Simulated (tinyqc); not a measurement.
Changing the density rho_2: thermal boundary conductance by the acoustic and diffuse mismatch models. Computed by tinyqc, a small Python program. Command: `OMP_NUM_THREADS=1 python tinyqc.py 3010653 3010654 out.jsonl kapitza sweep`. One thread of a shared host (Intel(R) Xeon(R) Processor @ 2.30GHz), about 0.01 s of CPU time with the checks.

Each side has one longitudinal and two transverse Debye branches, omega = v q up to q_D = (6 pi^2 n)^(1/3), with n counting all atoms. Scattering at the interface is elastic. Electrons are left out of G, also for metals. Melting is ignored. G refers to the temperatures of the phonons sent towards the interface. Linear branches over all atoms overstate G at high T, most for crystals with several atoms a cell.

Inputs (values chosen for the exercise, modelled on lead (side 1) and magnesium oxide (side 2)): density rho_1 = 11.3 g/cm^3; longitudinal velocity vL_1 = 2370 m/s; transverse velocity vT_1 = 962 m/s; atom density n_1 = 34 1/nm^3; longitudinal velocity vL_2 = 9580 m/s; transverse velocity vT_2 = 5900 m/s; atom density n_2 = 109 1/nm^3; conductivity kappa_2 = 54.1 W/(m K); temperature T = 50 K.

Structure: superlattice.

Constants: hbar = 1.054571817e-34 J s; k_B = 1.380649e-23 J/K.

Method:
- omega_c = v q_D for each branch, given as hbar omega_c/k_B; impedance Z = rho v.
- No mode conversion. t(theta) = 4 Z_1 Z_2 cos(theta_1) cos(theta_2)/N^2, with N = Z_2 cos(theta_1) + Z_1 cos(theta_2) for L (the form for pressure waves) and N = Z_1 cos(theta_1) + Z_2 cos(theta_2) for both T branches (the form for shear waves polarised along the interface); sin(theta_2) = (v_2/v_1) sin(theta_1), and t = 0 beyond the critical angle arcsin(v_1/v_2); the mean over the incoming flux is alpha = 2 int t sin(theta_1) cos(theta_1) d theta_1 (64 Gauss-Legendre points).
- G = (k_B^4 T^3/(8 pi^2 hbar^3)) int W(x) x^4 e^x/(e^x - 1)^2 dx, x = hbar omega/(k_B T). Acoustic mismatch: W = sum over the three branches of alpha(1 to 2)/v_1^2, each up to the lower of its two cut-offs. Diffuse mismatch: W = S_1 S_2/(S_1 + S_2), where S_i sums 1/v^2 over the branches of side i still below their cut-off. Radiation limit: W = min(S_1, S_2). The integral is split at the four cut-offs (64 Gauss-Legendre points a piece, x at most 45).
- Boundary resistance R = 1/G and Kapitza length kappa_2/G use the diffuse value.

One run for each value; columns: (1) density rho_2 (g/cm^3); (2) G, acoustic mismatch (MW/(m^2 K)); (3) G, diffuse mismatch (MW/(m^2 K)); (4) G, radiation limit (MW/(m^2 K)):
```
(1)     (2)    (3)    (4)
0.5    7.44  34.10  45.11
0.8    9.35  34.10  45.11
1.3   10.90  34.10  45.11
2.1   11.55  34.10  45.11
3.3   11.14  34.10  45.11
5.3    9.79  34.10  45.11
8.5    7.91  34.10  45.11
14.0   5.87  34.10  45.11
22.0   4.25  34.10  45.11
```

Describe and explain the trends.

Over the rows, G, acoustic mismatch (MW/(m^2 K)) goes from 7.44 through a maximum among these rows, 11.6 at 2.10, to 4.25; G, diffuse mismatch (MW/(m^2 K)) does not change; G, radiation limit (MW/(m^2 K)) does not change. The exponent of G, diffuse mismatch stays at 0: the diffuse model does not use the densities. The longitudinal impedances match at rho_2 = 2.80 and the transverse ones at 1.84 g/cm^3; the acoustic model is largest among these rows at 2.10, while the other two do not use the densities.

Caution (all rows): kappa_2 is of room-temperature size, so the Kapitza length is only nominal at this T. Caution (all rows): at this temperature short waves carry the heat; linear branches up to q_D overstate their velocity, and inelastic processes, left out here, grow with T.

Extremes, crossings and ranges named in words are read from the listed rows.
